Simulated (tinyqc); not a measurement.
Composition against offsets: model-solid line-up of a strained alloy layer on a substrate.

All values of the alloy are linear in x but the gap, Eg(x) = (1 - x) Eg_A + x Eg_B - C x (1 - x), and the valence edge, Ev(x) = (1 - x) Ev_A + x Ev_B + fv C x (1 - x); Ec = Ev + Eg. Ev is the top of the unstrained valence band on a scale common to all materials. In the layer only the Gamma valley of the conduction band is followed, also where an X or L valley would lie lower.

Coherent growth on a (001) face: e_par = (a_s - a)/a, e_perp = -2 (C12/C11) e_par; exx = eyy = e_par, ezz = e_perp, no shear.

Strained edges: Ec + ac tr(e); the valence edges are Ev plus the levels of the 6 x 6 matrix of X, Y, Z times spin with -Dso/3 + l exx + m (eyy + ezz) on the diagonal (cyclic), n exy off it, l = av + 2 b, m = av - b, n = sqrt(3) d. Spin-orbit term (Dso/3) L.sigma on X, Y, Z with (L_k)_ij = -i epsilon_kij: <X+|H|Y+> = -i Dso/3, <X+|H|Z-> = Dso/3, <Y+|H|Z-> = -i Dso/3, <Z+|H|X-> = -Dso/3, <Z+|H|Y-> = i Dso/3, <X-|H|Y-> = i Dso/3, and their conjugates; + and - are the spin along z.

dEc = Ec(substrate) - Ec(layer), dEv = Ev(layer) - Ev(substrate); positive values confine the carrier in the layer. Type I: both of one sign; type II: opposite signs; type III: the gaps do not overlap.

Parameters, chosen for this exercise (A near InSb, B near InAs, substrate near GaSb; the results hold for these values, not for the real material):
- a = (6.48, 6.054) angstrom (lattice constant of A, B)
- Eg = (0.237, 0.412) eV (gap at Gamma to the s-like level of A, B)
- Dso = (0.818, 0.388) eV (spin-orbit splitting of A, B)
- Ev = (0, -0.59) eV (top of the unstrained valence band of A, B)
- ac = (-6.86, -5.1) eV (conduction deformation potential of A, B)
- av = (0.36, 0.99) eV (valence hydrostatic potential of A, B)
- b = (-2.02, -1.81) eV (tetragonal shear potential of A, B)
- d = (-4.68, -3.6) eV (trigonal shear potential of A, B)
- C11 = (68.6, 84.2) GPa (of A, B)
- C12 = (37.1, 44.8) GPa (of A, B)
- C44 = (31, 40.1) GPa (of A, B)
- C = 0.773 eV (bowing of the gap)
- fv = 0.6 (share of the bowing taken by the valence edge)
- a_s = 6.105 angstrom (substrate)
- Eg_s = 0.816 eV (lowest gap of the substrate)
- Ev_s = -0.03 eV (substrate valence edge)
- face = 001 (growth face)

Each composition is strained to the same substrate.

Results:

| x | e_par (%) | relaxed gap (eV) | strained gap (eV) | valence splitting (meV) | dEc (eV) | dEv (eV) | type |
|---|---|---|---|---|---|---|---|
| 0.44 | -2.98 | 0.124 | 0.190 | 188 | 0.640 | -0.014 | II |
| 0.52 | -2.45 | 0.135 | 0.189 | 159 | 0.707 | -0.080 | II |
| 0.59 | -1.99 | 0.153 | 0.196 | 132 | 0.761 | -0.141 | II |
| 0.67 | -1.45 | 0.183 | 0.214 | 99 | 0.819 | -0.217 | III |
| 0.75 | -0.90 | 0.223 | 0.242 | 64 | 0.872 | -0.298 | III |
| 0.83 | -0.35 | 0.273 | 0.280 | 26 | 0.919 | -0.384 | III |
| 0.90 | 0.14 | 0.325 | 0.312 | 11 | 0.957 | -0.453 | III |
| 0.98 | 0.70 | 0.393 | 0.324 | 56 | 0.995 | -0.503 | III |

What can be read from this table?

The alloy matches the substrate at x = 0.880, where the top valence edge changes its character and the splitting passes through zero. The strained gap runs from 0.190 to 0.324 eV, against 0.124 to 0.393 eV for the relaxed alloy: strain takes back part of the change that the composition makes. It is not monotonic; its extremes in the table are 0.189 and 0.324 eV. Strains above 2 % can be kept only in layers of a few nanometres. The type changes: II to III between x = 0.59 and 0.67. Offsets below about 50 meV are within the spread of parameter sets, so those rows do not settle the type.

Program tinyqc; command `OMP_NUM_THREADS=1 python tinyqc.py 1051413 1051414 out.jsonl`; about 0.02 s on one thread of a shared Intel(R) Xeon(R) Processor @ 2.30GHz.
